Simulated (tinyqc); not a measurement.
# Off-state leakage of single and stacked transistors: subthreshold current against the height of the stack

n-channel devices of unit width. Subthreshold current I(Vg, Vs, Vd) = I0 (T/300 K)^0.5 exp[(Vg - Vs - VT(T) - gb (Vs - Vb) + dd (Vd - Vs))/(nf Vt)] (1 - exp(-(Vd - Vs)/Vt)), VT(T) = VT - cT (T - 300 K). Gate-edge tunnelling Ig (Vd/1 V) exp(ag (Vd - 1 V)), for a gate at 0 V, and band-to-band leakage Ab u exp(-Bb/u), u = Vd - Vb + 1 V, flow at a drain held at V; both are taken as independent of T. In a stack of off transistors (all gates at 0 V) the same subthreshold current passes through each.

All n gates at 0 V, bottom source at 0 V, top drain at V; node voltages follow from equal currents.

Values chosen for this exercise; values of the order met in bulk silicon logic transistors: temperature T = 398 K; supply voltage V = 1.2 V; threshold at 300 K, zero drain and body bias VT = 0.47 V; fall of the threshold with temperature cT = 0.5 mV/K; current at threshold at 300 K I0 = 0.96 uA/um; slope factor nf = 1.3; drain-induced lowering per volt dd = 0.05; rise of the threshold per volt of source-body bias gb = 0.18; body voltage Vb = 0 V.

Constants: q = 1.602176634e-19 C, kB = 1.380649e-23 J/K, Vt = kB T/q. Results are converted to the units shown.

Results:

| n | I (nA/um) | reduction factor | drain voltage of the bottom device (mV) | source voltage of the top device (mV) | voltage across the top device (V) |
|---|---|---|---|---|---|
| 1 | 0.3367 | 1.000 | 1200 | 0 | 1.200 |
| 3 | 0.04184 | 8.049 | 21.50 | 75.60 | 1.124 |
| 4 | 0.02913 | 11.56 | 13.60 | 88.72 | 1.111 |
| 5 | 0.02236 | 15.06 | 9.965 | 98.32 | 1.102 |
| 6 | 0.01814 | 18.56 | 7.872 | 105.9 | 1.094 |

Estimate the missing row, n = 2.

Computed row:

| n | I (nA/um) | reduction factor | drain voltage of the bottom device (mV) | source voltage of the top device (mV) | voltage across the top device (V) |
|---|---|---|---|---|---|
| 2 | 0.07434 | 4.530 | 54.76 | 54.76 | 1.145 |

With this row back in the table: The second transistor cuts the current by a factor of 4.53, the third by a further 1.78 and the sixth by 1.23. The top device keeps 91.2 % of the supply at n = 6, while the drain voltage of the bottom one falls to 0.230 Vt.

Computed by the program tinyqc: `OMP_NUM_THREADS=1 python tinyqc.py 2242106 2242107 out.jsonl`, one thread of a shared Intel Xeon 2.30GHz, about 0.03 s for the whole run.
